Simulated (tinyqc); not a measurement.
Shortcuts against the integral: sheet resistance and Hall data of a diffused or implanted layer. Computed by tinyqc, a small Python program. Command: `OMP_NUM_THREADS=1 python tinyqc.py 3015001 3015002 out.jsonl layer walk`. One thread of a shared host (Intel(R) Xeon(R) Processor @ 2.30GHz), about 0.01 s of CPU time with the checks.

Carriers are taken equal to the net active doping down to the junction (full ionisation, which deep dopants in wide-gap hosts do not reach; no spill-over, no depletion), and the Hall factor is 1.

Inputs (values chosen for the exercise, modelled on boron in silicon): mu_min = 46.3 cm^2/(V s); mu_max = 460 cm^2/(V s); N_ref = 2e+17 1/cm^3; exponent alpha = 0.71; peak concentration N_0 = 5.5e+20 1/cm^3; length scale l = 77 nm; background doping N_B (opposite type) = 3.4e+14 1/cm^3; solubility limit N_s = 2e+20 1/cm^3.

Profile: Gaussian at the surface. Activation: limited by solubility.

Constants: e = 1.602176634e-19 C.

Method:
- N(x) = N_0 exp(-x^2/l^2), dose N_0 l sqrt(pi)/2, junction x_j = l sqrt(ln(N_0/N_B)).
- Mobility mu = mu_min + (mu_max - mu_min)/(1 + (N_t/N_ref)^alpha), N_t = active doping + N_B; carriers n = active doping - N_B, active doping min(N, N_s).
- Integrals from x_0 (0 unless stated) to x_j by the midpoint rule on 400 even intervals: 1/R_s = e int n mu dx; sheet density n_s = int n dx; Hall sheet density (int n mu dx)^2/int n mu^2 dx; Hall mobility int n mu^2 dx/int n mu dx.
- Mean conductivity 1/(R_s x_j); mean mobility 1/(e n_s R_s).
- Shortcuts: R_s = 1/(e Q mu) with the dose Q and the mobility at the (active) peak concentration; 1/(e n_s mu) with mu at N_t = n_s/x_j + N_B; 1/(e Q mu_max).

sheet resistance R_s = 58.0784 ohm

dose = 3.75317e+15 1/cm^2

sheet density n_s = 2.13032e+15 1/cm^2

junction depth x_j = 291.142 nm

Sheet resistances:
```
method                                   R_s (ohm)  deviation (%)
integral                                    58.078          0.000
dose, mobility at the peak                  33.702        -41.972
n_s, mobility at the mean concentration     55.840         -3.855
dose, mu_max                                 3.615        -93.775
```

The closest shortcut is «n_s, mobility at the mean concentration» (-3.9 %). Counting inactive dopants as carriers underestimates R_s.

Extremes, crossings and ranges named in words are read from the listed rows.
